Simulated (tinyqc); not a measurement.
Lateral field, substrate current, probability of reaching the oxide barrier and hot-carrier lifetime of a silicon transistor (pseudo-two-dimensional and lucky-electron models): one step, computed by the program tinyqc.

Local-field models: a lucky carrier gains its energy at the peak field over a path free of collisions. Voltages are magnitudes.

Question. Hot-carrier currents and lifetime. C_ox = 3.9 eps_0/t; F_sat = 2 v_s/mu; V_Dsat = V_ov F_sat L/(V_ov + F_sat L), V_ov = V_G - V_T; I_D/W = C_ox v_s (V_ov - V_Dsat). Scale length l = 0.22 t^(1/3) x_j^(1/2) (all in cm); F_m = sqrt(((V_D - V_Dsat)/l_e)^2 + F_sat^2), with l_e = l; length of the velocity-saturated region l_e ln((V_D - V_Dsat)/(l_e F_sat) + F_m/F_sat). Substrate current I_sub/I_D = (A_i/B_i)(V_D - V_Dsat) exp(-B_i/F_m); probability of reaching the oxide barrier exp(-phi_b/(e lambda F_m)); lifetime tau = (H/(I_D/W)) exp(phi_it/(e lambda F_m)).

Inputs (values chosen for the exercise, modelled on a silicon n-channel): channel length L = 430 nm; oxide thickness t = 7.6 nm; junction depth x_j = 140 nm; mobility mu = 320 cm^2/(V s); saturation velocity v_s = 0.89 1e7 cm/s; threshold voltage V_T = 0.58 V; gate voltage V_G = 0.97 V; drain voltage V_D = 2.7 V; ionisation prefactor A_i = 2.2e+06 1/cm; ionisation field B_i = 1.66 MV/cm; hot-carrier mean free path lambda = 7.1 nm; oxide barrier phi_b = 3.1 eV; interface-trap threshold phi_it = 3.6 eV; lifetime constant H = 20 s microampere/micrometre.

Drain: abrupt.

Constants: eps_0 = 8.8541878128e-12 F/m.

Give: I_sub/I_D; substrate current I_sub/W; probability of reaching phi_b; lifetime tau; exponent m = phi_it/(e lambda B_i).

Answer.

I_sub/I_D = 0.01741

substrate current I_sub/W = 0.3849 microampere/micrometre

probability of reaching phi_b = 1.170e-06

lifetime tau = 7.001e+06 s

exponent m = phi_it/(e lambda B_i) = 3.054

Since both exponentials depend on 1/F_m, tau I_D scales about as (I_sub/I_D)^(-m) with m = 3.05, which lets I_sub serve as the monitor. The lifetime is 0.0222 times ten years (3.156e8 s).
